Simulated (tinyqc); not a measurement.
Strain-driven crossing of the Gamma and L valleys in a germanium-like crystal alloyed with tin, step by step. Values are carried at full precision from step to step, so a last printed digit may differ when a step is redone from the rounded ones.

With tin the unstrained gaps become E(y) = (1 - y) E + y EgS - CS y (1 - y); all other values are kept.
Constants: kB = 8.617333262e-05 eV/K; hc = 1239.841984 eV nm.

Values chosen for the exercise (near those of Ge, gaps at low temperature; not measured data): Eg = 0.901 eV (gap at Gamma to the s-like level); EgL = 0.753 eV (gap to L); EgS = (-0.444, 0.066) eV (Gamma and L gaps of the tin end); CS = (2.62, 0.78) eV (bowing of the Gamma and L gaps); y = 0.019 (tin fraction); C11 = 126.6 GPa; C12 = 49.2 GPa; C44 = 66.2 GPa; load = uniaxial [100] (kind of strain); e0 = -0.0265 (size of the strain); Dso = 0.291 eV (spin-orbit splitting); ac = -8.35 eV (conduction deformation potential); av = 1.24 eV (valence hydrostatic potential); b = -2.57 eV (tetragonal shear potential); d = -5.26 eV (trigonal shear potential); aL = -1.71 eV (hydrostatic potential of the L edge, Xd + Xu/3); XuL = 15.67 eV (uniaxial potential, L); mG = 0.0434 m0 (mass at Gamma); mL = 0.583 m0 (density-of-states mass of the four L valleys together); T = 77 K (temperature).

## Gaps of the unstrained alloy

Give both gaps, their difference, and the y at which they cross (the root of a quadratic between 0 and 0.3).

Gamma and L gaps (eV): 0.8266  0.7254

Gamma - L = 0.1012 eV
crossing y = 0.0621

Without strain the alloy is indirect.

## The strain tensor for a uniaxial [100] load

Biaxial loads: e0 is the in-plane strain e_par and the normal is free. (001): e_perp = -2 (C12/C11) e_par; exx = eyy = e_par, ezz = e_perp, no shear. (111): e_perp = -(2 C11 + 4 C12 - 4 C44)/(C11 + 2 C12 + 4 C44) e_par; exx = eyy = ezz = (2 e_par + e_perp)/3 and exy = eyz = ezx = (e_perp - e_par)/3. (110): e_perp = -(C11 + 3 C12 - 2 C44)/(C11 + C12 + 2 C44) e_par; exx = eyy = (e_par + e_perp)/2, ezz = e_par, exy = (e_perp - e_par)/2, eyz = ezx = 0. Uniaxial loads: a stress along n, scaled so that n.e.n = e0, with exx = s11 sxx + s12 (syy + szz), exy = s44 sxy/2, s11 = (C11 + C12)/((C11 - C12)(C11 + 2 C12)), s12 = -C12/((C11 - C12)(C11 + 2 C12)), s44 = 1/C44.

Form the tensor and its trace.

strain tensor in the cubic axes:
```
           x         y         z
x  -0.026500  0.000000  0.000000
y   0.000000  0.007416  0.000000
z   0.000000  0.000000  0.007416
```

tr(e) = -0.011667

## Band edges

Edges from the unstrained valence top: Gamma at Eg + ac tr(e); an L valley with unit axis u at EgL + aL tr(e) + XuL (u.e.u - tr(e)/3), u along [111], [1-1-1], [-11-1], [-1-11]; valence edges are the levels of the 6 x 6 matrix of X, Y, Z times spin with -Dso/3 + l exx + m (eyy + ezz) on the diagonal (cyclic), n exy off it, l = av + 2 b, m = av - b, n = sqrt(3) d. Spin-orbit term (Dso/3) L.sigma on X, Y, Z with (L_k)_ij = -i epsilon_kij: <X+|H|Y+> = -i Dso/3, <X+|H|Z-> = Dso/3, <Y+|H|Z-> = -i Dso/3, <Z+|H|X-> = -Dso/3, <Z+|H|Y-> = i Dso/3, <X-|H|Y-> = i Dso/3, and their conjugates; + and - are the spin along z.

Give the edges and the direct and indirect gaps from the top valence edge.

Gamma edge = 0.9240 eV

L edges (eV): [111] 0.7454, [1-1-1] 0.7454, [-11-1] 0.7454, [-1-11] 0.7454

valence edges from the top (eV): 0.1093  -0.1016  -0.3421

direct and indirect gap (eV): 0.8147  0.6360

The gap is indirect: Gamma lies 179 meV above the lowest L valley. The top two valence edges are 211 meV apart.

## Electrons in the Gamma valley

Non-degenerate, parabolic: share = mG^(3/2)/(mG^(3/2) + (mL^(3/2)/4) sum_i exp(-(E_Li - E_Gamma)/kT)). Also the offset at which four equal L valleys hold half of the electrons, kT ln((mL/mG)^(3/2)), and the wavelength hc/E of the direct gap.

(mL/mG)^(3/2) = 49.23
share in Gamma = 4.10e-12 %
offset for an even split = 25.9 meV
wavelength = 1522 nm

With the L valleys as they lie here, Gamma must be 26 meV below the lowest of them to hold half of the electrons at 77 K; it lies 179 meV above. A direct gap alone is not enough.

## Checks

- Gamma and lowest L edge at e0 = 0.03462, where the linear shifts make them meet (eV): both 0.6993.

Computed by tinyqc, a small Python program: `OMP_NUM_THREADS=1 python tinyqc.py 1051020 1051021 out.jsonl` (the numbers bound the seed that draws the inputs); one thread of a shared host (Intel(R) Xeon(R) Processor @ 2.30GHz), about 0.01 s for the whole set of steps.
